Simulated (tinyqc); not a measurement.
From one set of inputs to another, one input at a time: strain, valley repopulation and piezoresistance in a many-valley conduction band. Computed by tinyqc, a small Python program. Command: `OMP_NUM_THREADS=1 python tinyqc.py 3007441 3007442 out.jsonl valleys ladder`. One thread of a shared host (Intel(R) Xeon(R) Processor @ 2.30GHz), about 0.04 s of CPU time with the checks.

Valleys are ellipsoids with mass m_l along the axis a and m_t across it, parabolic, with one constant relaxation time; strain shifts the valleys and leaves the masses alone. Currents are taken along [100], along the load, and along [010], across the load.

The inputs printed are set A. Inputs not listed in the table keep their values of set A, so the rows need not describe a real material.

Inputs (values chosen for the exercise, modelled on silicon):

| quantity | value | unit |
|---|---|---|
| longitudinal mass m_l | 0.917 | m_0 |
| transverse mass m_t | 0.189 | m_0 |
| shear deformation potential Xi_u | 9.23 | eV |
| dilation deformation potential Xi_d | 1.1 | eV |
| C11 | 167 | GPa |
| C12 | 63.5 | GPa |
| C44 | 79.4 | GPa |
| stress X (tension positive) | -35 | MPa |
| electron density n | 2.3e+15 | 1/cm^3 |
| relaxation time tau | 140 | fs |
| temperature T | 77 | K |

Valley axes: <100> (6 valleys in 3 pairs). Load: uniaxial [100].

Constants: k_B = 8.617333262e-05 eV/K; m_0 = 9.1093837015e-31 kg; k_B = 1.380649e-23 J/K; hbar = 1.054571817e-34 J s; e = 1.602176634e-19 C.

Method:
- Compliances S11 = (C11 + C12)/((C11 - C12)(C11 + 2 C12)), S12 = -C12/((C11 - C12)(C11 + 2 C12)), S44 = 1/C44; stress sigma_ij = X n_i n_j for the unit vector n of the load; e_xx = S11 sigma_xx + S12 (sigma_yy + sigma_zz), e_xy = S44 sigma_xy/2 (tensor strain).
- Herring-Vogt shift of a valley with unit axis a: dE = Xi_d tr(e) + Xi_u a.e.a.
- Each of the 6 valleys holds n_v = N_v (2/sqrt(pi)) F_1/2((E_F - dE_v)/(k_B T)), N_v = 2 (m_d k_B T/(2 pi hbar^2))^(3/2), m_d = (m_l m_t^2)^(1/3); E_F solves sum n_v = n and is counted from the unstrained edge.
- F_j(eta) = int_0^infinity x^j/(1 + exp(x - eta)) dx, without a gamma-function factor. It is evaluated after integrating by parts.
- Integrals over x = E/(k_B T) use 160 Gauss-Legendre points in u = sqrt(x) from 0 to sqrt(max(eta, 0) + 32).
- Mobility tensor mu = e tau sum_v (n_v/n) [1/m_t + (1/m_l - 1/m_t) a a^T]; unstrained mu_0 = e tau (1/m_l + 2/m_t)/3; resistivity along d from the inverse tensor, rho_d = d.mu^-1.d/(n e), mobility along d = 1/(d.mu^-1.d); gauge pi_d = (rho_d/rho_0 - 1)/X.
- With eta_0 the reduced Fermi level without strain, r = F_-1/2(eta_0)/(2 F_1/2(eta_0)) (1 for a classical gas) and c = r (Xi_u/k_B T) (m_l - m_t)/(2 m_l + m_t): pi11 = -(2/3) c (S11 - S12), pi12 = -pi11/2, pi44 = 0, with S11 - S12 = 1/(C11 - C12).

Each row keeps all changes above it:

| input moved | from | to | mobility along the first direction (cm^2/(V s)) | mobility along the second direction (cm^2/(V s)) | degeneracy factor r |
|---|---|---|---|---|---|
| set A | - | - | 843.07 | 1015.6 | 0.99977 |
| shear deformation potential Xi_u (eV) | 9.23 | 7.2 | 869.31 | 1002.4 | 0.99977 |
| electron density n (1/cm^3) | 2.3e+15 | 4.8e+16 | 869.75 | 1002.2 | 0.99524 |
| longitudinal mass m_l (m_0) | 0.917 | 0.781 | 889.36 | 1015.8 | 0.99484 |
| temperature T (K) | 77 | 400 | 957.97 | 981.5 | 0.99956 |
| C44 (GPa) | 79.4 | 76.1 | 957.97 | 981.5 | 0.99956 |
| transverse mass m_t (m_0) | 0.189 | 0.231 | 803.81 | 821.7 | 0.99964 |
| relaxation time tau (fs) | 140 | 150 | 861.23 | 880.4 | 0.99964 |

Which inputs carry the difference?

Mobility along the first direction goes from 843 to 861, a factor 1.022 in all. The largest single move comes from transverse mass m_t (a factor 0.839), but it runs against the net change; the largest move in the direction of the net change is temperature T (a factor 1.08). Mobility along the second direction goes from 1020 to 880, a factor 0.867 in all. The largest single move comes from transverse mass m_t (a factor 0.837), and relaxation time tau works against it (a factor 1.07). degeneracy factor r ends near its start, 1.000; the largest single move comes from temperature T (a factor 1.005). The single moves hold for this order of the switches; the total does not depend on the order.

Extremes, crossings and ranges named in words are read from the listed rows.
